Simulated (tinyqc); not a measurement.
From results back to parameters: dielectric confinement in a thin film (image charges). Three cases, with inputs chosen for the exercise.

Problem. The self-energy at the centre was computed from a hidden eh.

A film |z| < t/2 of dielectric constant eps between half-spaces of dielectric constant e2; lam = (eps - e2)/(eps + e2), q = e^2/(4 pi eps0). The self-energy of a band edge is taken with the high-frequency value, e2 = eh, and the field of a fixed ion with the static one, e2 = eo. A charge at z has images lam^|n| at n t + (-1)^n z. Its self-energy is S(z) = (q/2 eps) sum over n >= 1 of lam^n [1/(n t - 2z) + 1/(n t + 2z)] for odd n and 2 lam^n/(n t) for even n; at the centre S(0) = -(q/(eps t)) ln(1 - lam).

Constants: e^2/(4 pi eps0) = 14.39964547 eV angstrom.

Case 1.

Values chosen: t = 56 angstrom (film thickness); eps = 11.6 (dielectric constant of the film).
S(0) = 19.7122 meV

Case 2.

Values chosen: t = 58 angstrom (film thickness); eps = 11.7 (dielectric constant of the film).
S(0) = 26.1235 meV

Case 3.

Values chosen: t = 68 angstrom (film thickness); eps = 11.7 (dielectric constant of the film).
S(0) = 11.8708 meV

Find: lam; eh.

Solution. lam = 1 - exp(-S(0) eps t/q), and eh = eps (1 - lam)/(1 + lam).

Case 1.

lam = 0.5890
eh = 3.0

Case 2.

lam = 0.7080
eh = 2.0

Case 3.

lam = 0.4810
eh = 4.1

Computed by tinyqc, one run a case: `OMP_NUM_THREADS=1 python tinyqc.py N N+1 out.jsonl` with N = 1251404, 1251435, 1251440; one thread of a shared Intel(R) Xeon(R) Processor @ 2.30GHz, about 0.04 s a run at most.
